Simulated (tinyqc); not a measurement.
Small-signal admittance of a forward-biased p+-n diode: two steps of the calculation.

Holes injected into a neutral base of width wb with an ohmic contact at its end; low injection, p0 far above the equilibrium density. A small voltage v exp(i w t), w = 2 pi f, modulates the edge density by p0 v/Vt, and the small-signal density obeys Dp d2p/dx2 = (1/tau + i w) p.

Parameters, values chosen for the exercise; permittivity close to that of gallium arsenide:
- T = 350 K (temperature)
- eps_r = 12.9 (relative permittivity)
- Nd = 1.5e15 cm^-3 (donor density of the base)
- Dp = 5.9 cm^2/s (hole diffusion coefficient)
- tau = 1e-6 s (hole lifetime)
- wb = 29 um (width of the neutral base)
- p0 = 3.3e12 cm^-3 (excess hole density at the junction edge)
- Na = 9e18 cm^-3 (acceptor density of the p+ side)
- f = 2.5e5 Hz (signal frequency)

Constants: q = 1.602176634e-19 C, kB = 1.380649e-23 J/K, Vt = kB T/q, eps0 = 8.8541878128e-14 F/cm where lengths are in cm. Results are converted to the units shown.

Question 1. Closed-form admittance. L = sqrt(Dp tau); direct current J = (q Dp p0/L) coth(wb/L); k = sqrt(1 + i w tau)/L; diffusion admittance Y = (q Dp p0/Vt) k coth(k wb) = G + i w C_diff; junction capacitance C_j = sqrt(q eps0 eps_r Nd/(2 Vr)) in the depletion approximation, with the remaining barrier Vr = Vt ln(Na/p0), a rough value under forward bias; base-width modulation is left out.

Wanted: L; J; k wb; Y; C_diff; C_j.

Answer 1.

L = 24.290 um
J = 0.0015440 A/cm^2
k wb = 1.4282+0.7839i
Y = 0.053824+0.021944i S/cm^2
C_diff = 0.013970 uF/cm^2
C_j = 0.017524 uF/cm^2

G is 1.05 times its low-frequency value J/Vt, and C_diff is 0.797 times C_j.

Question 2. The same by finite differences. 8 equal intervals, h = wb/8; u = small-signal density over its edge value, u_0 = 1, u_8 = 0; u_(i-1) + b u_i + u_(i+1) = 0 with b = -2 - h^2 (1/tau + i w)/Dp; Y = (q Dp p0/(Vt h)) (-b/2 - u_1), which includes the half box at the edge.

Wanted: b; u; Y on the mesh.

Answer 2.

b = -2.022-0.035i
u, node 1 to 7: 0.8222-0.0605i  0.6648-0.0936i  0.5255-0.1055i  0.4015-0.1014i  0.2901-0.0854i  0.1881-0.0613i  0.0925-0.0319i
Y on the mesh = 0.05391+0.02225i S/cm^2

Program tinyqc, `OMP_NUM_THREADS=1 python tinyqc.py 2890116 2890117 out.jsonl`; Intel Xeon 2.30GHz, shared host, one thread, about 0.01 s.
